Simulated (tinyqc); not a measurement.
Slater-Koster d bands of an fcc metal: sweeps and comparisons. A value that a table varies takes the place of the one given here.

Slater-Koster d bands. For a bond with direction cosines (l, m, n) the 5 x 5 block is dds Ps + ddp Pp + ddd (1 - Ps - Pp), the projectors on sigma, pi and delta states about the bond; for instance <xy|xy> = 3 l^2 m^2 dds + (l^2 + m^2 - 4 l^2 m^2) ddp + (n^2 + l^2 m^2) ddd, <xy|yz> = 3 l m^2 n dds + l n (1 - 4 m^2) ddp + l n (m^2 - 1) ddd and <3z2-r2|3z2-r2> = (n^2 - (l^2 + m^2)/2)^2 dds + 3 n^2 (l^2 + m^2) ddp + (3/4)(l^2 + m^2)^2 ddd. H(k) sums the blocks times cos(k.R) over the neighbours; the d level is the zero of energy; k in 2 pi/a.

Neighbours: twelve at (a/2)(1,1,0) and equivalents.

Mesh: k = f1 b1 + f2 b2 + f3 b3 with fractions (j + 1/2)/N, j = 0 to N - 1, and b = (-1,1,1), (1,-1,1), (1,1,-1) for fcc, (0,1,1), (1,0,1), (1,1,0) for bcc, unit vectors for simple cubic. The lowest Nd/10 of all levels are filled with two electrons each; the bond energy is their sum per atom.

Values chosen for the exercise (of the size met in Ir; shifted at random, so the results belong to these values and not to a real crystal):
```
symbol  value   unit  meaning
dds     -1.157  eV    dd sigma
ddp     0.625   eV    dd pi
ddd     -0.058  eV    dd delta
N       10            mesh
f2      0.487         factor for second neighbours in bcc
```

## Band filling: full bands against the rectangular model

W = sqrt(12 mu2) with mu2 the mean square level on the mesh; rectangular model: Fermi level W (Nd/10 - 1/2), bond energy -W Nd (10 - Nd)/20. The Fermi level of the mesh is the highest filled level.

Per atom (eV):
```
Nd,"EF, bands","bond energy, bands","EF, rectangle","bond energy, rectangle"
1,-2.918,-3.776,-3.130,-3.522
2,-2.278,-6.353,-2.348,-6.261
3,-1.684,-8.282,-1.565,-8.217
4,-0.824,-9.551,-0.783,-9.391
5,0.081,-9.914,0.000,-9.783
6,1.062,-9.323,0.783,-9.391
7,1.678,-7.911,1.565,-8.217
8,2.409,-5.865,2.348,-6.261
9,2.940,-3.177,3.130,-3.522
```

W = 7.826 eV
full width on the mesh = 9.143 eV

The bond energy is deepest at Nd = 5 (-9.914 eV); the rectangle has its minimum at 5. The two differ most at Nd = 8, by 0.396 eV or 4 % of the deepest value: the second moment fixes the parabola, and higher moments the rest. At Nd = 3 and 7 the bands give -8.282 and -7.911 eV, a skew towards less than half filling.

## Which lattice a d-band metal prefers

fcc has twelve neighbours, bcc eight and six (the six times f2), simple cubic six. The integrals of bcc and sc are scaled so that all three have the second moment of fcc, which stands for equal repulsion (structural energy difference theorem). s and p electrons are left out.

Bond energy per atom:
```
Nd,fcc (eV),bcc - fcc (meV),sc - fcc (meV)
1,-3.776,210,-38
2,-6.353,16,-52
3,-8.282,-229,204
4,-9.551,-438,528
5,-9.914,53,688
6,-9.323,457,301
7,-7.911,439,-168
8,-5.865,125,-541
9,-3.177,-223,-637
```

scale factors: bcc 1.1285, sc 1.4142

mu3/mu2^1.5: fcc -0.192, bcc -0.179, sc 0.000

mu4/mu2^2: fcc 1.872, bcc 1.764, sc 2.306

largest change of a difference when N is raised to 14 = 28 meV

fcc is lowest for Nd = 5 and 6. bcc is lowest for Nd = 3 and 4. sc is lowest for Nd = 1, 2, 7, 8 and 9. bcc gains most on fcc at Nd = 4 (-438 meV). A small fourth moment marks a two-peaked band, which tends to favour fillings near one half; bcc has -6 % against fcc, and at Nd = 5 it lies +53 meV from fcc, which the fourth moment alone does not explain (differences of a few tens of meV are within the error of the mesh; hcp is left out, and this d-only model can miss the lattice of the real metal). The third moments, from three-membered rings, skew the bands. That simple cubic wins anywhere comes from keeping d bands and equal second moments alone; no transition metal takes it. Differences below about 28 meV are within the error of this mesh, and the s and p electrons left out weigh most where the d band is nearly empty or full.

## What each integral does

Levels at Gamma, E(t2g) = 3 dds + 4 ddp + 5 ddd, E(eg) = 1.5 dds + 6 ddp + 4.5 ddd, and W = sqrt(12 mu2), the width of a rectangular band with the same second moment mu2 = z (dds^2 + 2 ddp^2 + 2 ddd^2)/5, z = 12. Each row changes one parameter from the base and keeps the others.

Results:
```
case,t2g (eV),eg (eV),W (eV)
base,-1.2610,1.7535,7.8260
dds = -0.9835 eV,-0.7405,2.0137,7.1099
ddp = 0.5312 eV,-1.6362,1.1907,7.4162
ddd = -0.0667 eV,-1.3045,1.7144,7.8300
```

The largest shifts from the base row, up to three for each result and ties (the steps differ in size, so this ranks the rows, not the parameters). t2g (eV): dds +0.5205, ddp -0.3752, ddd -0.0435. eg (eV): ddp -0.5628, dds +0.2603, ddd -0.0391. W (eV): dds -0.7161, ddp -0.4098, ddd +0.0040. The ratio of the shifts of t2g and eg names the integral: 3 : 1.5 for dds, 4 : 6 for ddp, 5 : 4.5 for ddd.

Computed by tinyqc, a small Python program: `OMP_NUM_THREADS=1 python tinyqc.py 1482591 1482592 out.jsonl` (the numbers bound the seed that draws the inputs); one thread of a shared host (Intel(R) Xeon(R) Processor @ 2.30GHz), about 0.06 s for the whole set of steps.
